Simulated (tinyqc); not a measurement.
Channel resistance from two points of the on-state curve.

Problem. In the p-i-n model Von = V1 + 2 Vt ln(J/(1 A/cm^2)) + J Rch, with V1 independent of J. Find Rch and V1.

Values chosen for this exercise:
```
symbol,value,unit,meaning
T,300,K,temperature
```

Constants: q = 1.602176634e-19 C, kB = 1.380649e-23 J/K, Vt = kB T/q. Results are converted to the units shown.

Von at J = 50 and 150 A/cm^2 (V): 1.0587193  1.5055220

Solution. Remove the logarithmic junction term; the rest is linear in J.

Rch = 3.90 mohm cm^2
V1 = 0.661 V

Computed by the program tinyqc: `OMP_NUM_THREADS=1 python tinyqc.py 2590060 2590061 out.jsonl`, one thread of a shared Intel Xeon 2.30GHz, about 0.01 s for the whole run.
